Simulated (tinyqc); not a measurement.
## Strained Delta valleys, repopulation and conductivity mass: effect of the temperature

A cubic crystal with three pairs of conduction valleys along x, y and z under uniaxial stress X along [110] (X > 0 is tension); current along [-110]. Non-degenerate electrons, fixed total density, one relaxation time for all valleys and stresses, masses unchanged by strain, so the mobility goes as the mean inverse mass.

Stress s_ij = X a_i a_j with a the unit vector along [110]; strain e_ii = s11 s_ii + s12 (s_jj + s_kk), e_ij = s44 s_ij/2. Valley shift dE = Xu (n.e.n - trace(e)/3) with n the valley axis; share f proportional to exp(-dE/Vt). Inverse mass along the current d = [-110]: (n.d)^2/ml + (1 - (n.d)^2)/mt; mu/mu0 = sum f (1/m) over the plain mean of 1/m. pi is the small-stress slope -d(mu/mu0)/dX; each row is against the unstrained crystal at the same T.

Parameters, values chosen for the exercise; values close to those of silicon:
```
symbol  value   unit                             meaning
s11      7.81  1/TPa                          compliance
s12     -2.14  1/TPa                          compliance
s44      12.6  1/TPa                          compliance
Xu       9.35     eV         shear deformation potential
ml      0.885     m0                   longitudinal mass
mt      0.196     m0                     transverse mass
X         130    MPa  uniaxial stress (tension positive)
```

Constants: q = 1.602176634e-19 C, kB = 1.380649e-23 J/K, Vt = kB T/q. Results are converted to the units shown.

Result of one run:
```
splitting/Vt	mu/mu0	pi (1e-11 1/Pa)
0.2924	1.036	-26.27
```

Which temperature T gave this result: 77, 120, 180 or 240 K?

T = 240 K.

The whole series:
```
T (K)	splitting/Vt	mu/mu0	pi (1e-11 1/Pa)
77	0.9113	1.116	-81.89
120	0.5848	1.073	-52.55
180	0.3899	1.048	-35.03
240	0.2924	1.036	-26.27
300	0.2339	1.028	-21.02
380	0.1847	1.022	-16.59
460	0.1526	1.018	-13.71
```

The ratio mu/mu0 falls from 1.12 to 1.02, and pi goes as 1/T, from -81.9 to -13.7.

Range of the model: Shear strain also changes the transverse masses of these valleys, which is left out.

Numbers from tinyqc (`OMP_NUM_THREADS=1 python tinyqc.py 2530082 2530083 out.jsonl`; about 0.01 s on one thread of a shared Intel Xeon 2.30GHz).
